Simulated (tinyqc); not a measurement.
Inside a calculation. Method: coherent transport through a tight-binding region between two chains. One step of it, computed by the program tinyqc.

Problem. Transmission at E = -0.66 eV. Surface Green function g = (E - i sqrt(4 t^2 - E^2)) / (2 t^2); self-energy tc^2 g on each contact site; G = (E - H - Sigma)^(-1); Gamma = -2 Im Sigma; T = Gamma_L Gamma_R |G_LR|^2; local density of states -Im G_ii / pi.

H of the central region (eV):
```
           1          2
1   0.000000  -2.430000
2  -2.430000   0.000000
```

Leads: semi-infinite chains with site energy 0:
```
parameter                           value
lead hopping t (eV)              2.110000
coupling to the left lead (eV)   0.210000
coupling to the right lead (eV)  0.590000
left contact site                       1
right contact site                      2
```

E = -0.660000 eV

Give: g; G; local density of states; transmission.

Solution.

g = -0.0741-0.4681i 1/eV

G (1/eV):
```
                1               2
1  0.1148-0.0322i  0.4423-0.0097i
2  0.4423-0.0097i  0.1194-0.0064i
```

local density of states (1/eV): 0.0102  0.0020

transmission = 0.0026
